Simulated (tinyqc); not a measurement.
Changing the mass of the ion at fixed atomic number: ion implantation: universal nuclear stopping, Lindhard-Scharff electronic stopping and a Gaussian range profile. Computed by tinyqc, a small Python program. Command: `OMP_NUM_THREADS=1 python tinyqc.py 3003601 3003602 out.jsonl implant sweep`. One thread of a shared host (Intel(R) Xeon(R) Processor @ 2.30GHz), about 0.08 s of CPU time with the checks.

An ion slows by elastic collisions with screened nuclei and by friction with electrons; channelling is ignored and the target is uniform.

Inputs (values chosen for the exercise, modelled on nitrogen ions in germanium):
```
quantity                               value    unit
ion atomic number Z1                       7       -
target atomic number Z2                   32       -
target mass M2                         72.63       u
target density N                        44.2  1/nm^3
ion energy E                              88     keV
scale factor of electronic stopping k    1.4       -
```

Method:
- Reduced energy eps = 32.53 M2 E/(Z1 Z2 (M1 + M2)(Z1^0.23 + Z2^0.23)), E in keV; s_n = ln(1 + 1.1383 eps)/(2 (eps + 0.01321 eps^0.21226 + 0.19593 eps^0.5)) for eps up to 30 and ln(eps)/(2 eps) above; S_n = 8.462 Z1 Z2 M1 s_n/((M1 + M2)(Z1^0.23 + Z2^0.23)) in 1e-15 eV cm^2.
- S_e = k 3.83 Z1^(7/6) Z2/(Z1^(2/3) + Z2^(2/3))^(3/2) sqrt(E/M1) in 1e-15 eV cm^2, E in keV.
- Path length R = int_0^E dE'/(N (S_n + S_e)); energy lost to nuclei nu = int_0^E S_n/(S_n + S_e) dE' (both with E' = E y^3 and 64 Gauss-Legendre points in y).
- Estimates of Lindhard type: R_p = R/(1 + M2/(3 M1)), straggle dR_p = (2/3) R_p sqrt(M1 M2)/(M1 + M2).

One run for each value:
```
ion mass M1 (u)  projected range R_p (nm)  path length R (nm)  straggle dR_p (nm)  energy lost to nuclei nu (keV)
7.00                                 58.5               260.9               11.04                           14.47
8.82                                 72.3               270.9               14.99                           18.58
11.10                                87.1               277.1               19.70                           23.35
14.00                               102.3               279.1               25.10                           28.79
17.60                               116.5               276.7               30.77                           34.62
22.20                               129.1               269.9               36.45                           40.79
28.00                               139.1               259.5               41.57                           46.96
```

What does the table show, and why?

Over the rows, projected range R_p (nm) rises from 58.5 to 139 (exponent d ln y / d ln x 0.92 between the first rows and 0.32 between the last); path length R (nm) goes from 261 through a maximum among these rows, 279 at 14.0, to 259; straggle dR_p (nm) rises from 11.0 to 41.6 (exponent d ln y / d ln x 1.3 between the first rows and 0.57 between the last). R_p/R goes from 0.22 to 0.54: a heavier ion is deflected less. The masses are formal and span far more than real isotopes.

Caution (all rows): the estimates of R_p and dR_p assume mainly nuclear stopping and an ion not much lighter than the target; here they are rough, and for light ions in heavy targets the straggle can be low by a factor of two or more.

Extremes, crossings and ranges named in words are read from the listed rows.
